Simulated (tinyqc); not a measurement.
Worked calculation: time-domain thermoreflectance: layered heat flow under a modulated pulse train, and what the signal ratio measures. Computed by tinyqc, a small Python program that keeps every step. Command: `OMP_NUM_THREADS=1 python tinyqc.py 3113427 3113428 out.jsonl tdtr walk`. One thread of a shared host (Intel(R) Xeon(R) Processor @ 2.30GHz), about 0.1 s of CPU time with the checks. Intermediate numbers are printed to about 6 digits and carried at full precision; extremes and crossings named in words are read from the listed rows.

Pulses repeat at 80 MHz; heat is laid down at the surface, all layers are isotropic.

Inputs (values chosen for the exercise, modelled on aluminium on beta-Ga2O3):

| quantity | value | unit |
|---|---|---|
| metal thickness d | 61 | nm |
| metal conductivity | 150 | W/(m K) |
| metal heat capacity | 2.42 | MJ/(m^3 K) |
| boundary conductance G under the metal | 110 | MW/(m^2 K) |
| substrate conductivity kappa | 15.3 | W/(m K) |
| substrate heat capacity C | 3.32 | MJ/(m^3 K) |
| modulation frequency f | 1 | MHz |
| spot radius w (1/e^2, pump and probe) | 4.5 | micrometre |
| delay t | 3700 | ps |

Stack: metal, substrate.

## Length and time scales

Penetration depth sqrt(kappa/(pi f C)); effusivity sqrt(kappa C); cooling time of the metal d C_m/G; Kapitza length kappa/G.

penetration depth = 1.21116 micrometre

effusivity = 7127.13 W s^(1/2)/(m^2 K)

cooling time of the metal = 1342 ps

Kapitza length = 139.091 nm

depth over spot radius = 0.269147

## Impedance at k = 0 and the modulation frequency

For radial wave number k and angular frequency W each layer has u = sqrt(4 pi^2 k^2 + i W C/kappa) and gamma = kappa u. Surface impedance from below: Z = 1/gamma for the substrate; a layer of thickness L maps Z to (Z + tanh(u L)/gamma)/(1 + gamma Z tanh(u L)); a boundary adds 1/G. Take k = 0 and W = 2 pi f.

Z of the substrate = 39.5804-39.5804i m^2 K/GW

Z at the surface = 45.5910-40.1637i m^2 K/GW

## Response at the modulation frequency

Response per absorbed watt H(W) = 2 pi int_0^(2/w) Z(k, W) exp(-pi^2 k^2 w^2) k dk by 20 Gauss-Legendre points.

H(2 pi f) = 0.716702-0.507835i K/mW

phase of H(2 pi f) = -35.3203 degrees

## Signal at one delay

Signal: X + iY = sum_(m = -M..M) H(2 pi (f + m f_r)) exp(i 2 pi m f_r t) exp(-pi (m/M)^2 x 4), f_r = 80 MHz, M = 4000, with H(-W) the complex conjugate of H(W); V_in = X, V_out = Y, ratio = -V_in/V_out.

V_in = 0.751319 K/mW

V_out = -0.509722 K/mW

ratio -V_in/V_out = 1.47398

## Ratio and sensitivities against delay

Sensitivity S = ln(ratio'/ratio)/ln(1.01) for a rise of one input by 1 %.

Ratio and sensitivities:

| t (ps) | ratio | S to kappa | S to G | S to d | S to C | S to w |
|---|---|---|---|---|---|---|
| 100 | 3.38850 | 0.405949 | -0.052697 | -0.573576 | 0.243116 | -0.383782 |
| 200 | 3.23135 | 0.396305 | -0.087945 | -0.519399 | 0.232836 | -0.380885 |
| 400 | 2.96778 | 0.375896 | -0.142235 | -0.424155 | 0.211155 | -0.375579 |
| 800 | 2.57092 | 0.334985 | -0.211212 | -0.272289 | 0.167679 | -0.366539 |
| 1500 | 2.11641 | 0.270998 | -0.260461 | -0.092754 | 0.099274 | -0.354619 |
| 2500 | 1.73586 | 0.202239 | -0.257231 | 0.044650 | 0.024746 | -0.343724 |
| 4000 | 1.42677 | 0.140919 | -0.205756 | 0.119738 | -0.043764 | -0.335602 |

The largest sensitivity in size at 100 ps is to d (-0.57). At 400 ps an error of 3 % in d passes on as 3 % in kappa.

Checks made by the program: steady rise of a bare substrate, 1/(2 sqrt(pi) w kappa), from the same quadrature (relative difference below 1e-10).
